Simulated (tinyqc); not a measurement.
Microkinetic model of low-temperature epitaxy from hydride gases: adsorption, hydrogen desorption and rate control: one step, computed by the program tinyqc. Command: `OMP_NUM_THREADS=1 python tinyqc.py 3000362 3000363 out.jsonl hepi walk`. One thread of a shared host (Intel(R) Xeon(R) Processor @ 2.30GHz), about 0.01 s of CPU time with the checks.

Each hydride molecule needs two free sites and leaves four hydrogen atoms, of which two leave at once as H2; theta is the hydrogen coverage, the site density is 6.78 per nm^2 and one layer is 1.358 angstrom thick.

Question. Degrees of rate control. With k the hydride and k_H the hydrogen adsorption rate on free pairs and k_d the desorption rate, steady state: 2 (k + k_H)(1 - theta)^2 = k_d theta; growth rate R = k (1 - theta)^2 layers/s; 1 layer/s = 8.148 nm/min. X_i = d ln R/d ln k_i at fixed other constants. With f = 1 - theta and a = 2/f + 1/theta: d ln f/d ln k_d = 1/(a f), so X_d = 2/(a f), X_k = 1 - X_d k/(k + k_H), X_H = -X_d k_H/(k + k_H); they sum to 1.

Inputs (values chosen for the exercise, close to those used for silane on Si(001)): temperature T = 790 C.

Film: silicon. Order of hydrogen desorption: first.

hydrogen coverage theta = 0.006090012

k = 0.8859727 1/s

k_H = 0 1/s

Give: X_d (desorption); X_k (hydride adsorption); X_H (hydrogen adsorption).

Answer.

X_d (desorption) = 0.01211

X_k (hydride adsorption) = 0.9879

X_H (hydrogen adsorption) = 0
